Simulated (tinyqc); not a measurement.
Interpolating the pair or each band alone: Wannier functions of a composite (isolated) pair of valence bands (bonds of an sp chain).

Each atom has a hybrid pointing left (<) and right (>). H(k): diagonal +V3 on A, -V3 on B; <A<|A>> = -V1a, <B<|B>> = -V1b, <A>|B<> = -V2, <B>|A<> = -V2p exp(ik); k in 1/a, Bloch sums with exp(ikR). The two lowest bands are filled. Trial functions in cell 0: g1 = cos(c) A> + sin(c) B<, and g2 = sin(c) B> + cos(c) A< of cell 1, whose Bloch vector has cos(c) exp(-ik) on A<. Projection A_mn = <psi_m|g_n>, S = A^+ A, Loewdin U = A S^(-1/2), Bloch-like states w_n = sum_m psi_m U_mn, H_W(k) = U^+ diag(E) U. P = sum_m |psi_m><psi_m| is free of phase choices, and S = g^+ P g, w = P g S^(-1/2).

Values chosen for the exercise: V2 = 4.68 eV (coupling in the bond A-B inside the cell); V2p = 3.77 eV (coupling in the bond to the next cell); V1a = 1.72 eV (coupling of the two hybrids on A); V1b = 0.62 eV (the same on B); V3 = 0.5 eV (A at +V3, B at -V3); c = 35 degrees (trial bonds cos(c) on A, sin(c) on B).

Largest error on 25 points from 0 to pi. Pair: diagonalise the Hermitian part of sum_R exp(ikR) H(R) over the N cells nearest the origin, with H(R) the mean of exp(-ikR) H_W(k) on the mesh k = 2 pi j/N. Alone: the cosine series of each sorted band on the same mesh.

Errors (meV):

| N | pair | each band alone |
|---|---|---|
| 3 | 6.23094 | 46.50188 |
| 4 | 2.16936 | 5.93187 |
| 5 | 0.14080 | 7.72801 |
| 6 | 0.03966 | 1.11945 |
| 8 | 0.00098 | 0.26589 |
| 10 | 0.00002 | 0.05992 |
| 14 | 0.00000 | 0.00344 |

smallest spacing of the two filled bands = 1.2307 eV

At N = 6 the pair errs by 0.040 meV and the single bands by 1.1; at N = 10, 2.4e-05 against 0.060. Both fall exponentially: the pair at a rate tied to the gap to the empty bands (6.07 eV), the single bands at a slower one tied to their own spacing (1.231 eV at the closest). Not every column falls at every step, since even meshes hold k = pi and odd ones do not.

tinyqc: `OMP_NUM_THREADS=1 python tinyqc.py 1450868 1450869 out.jsonl`; about 0.3 s, one thread, shared Intel(R) Xeon(R) Processor @ 2.30GHz.
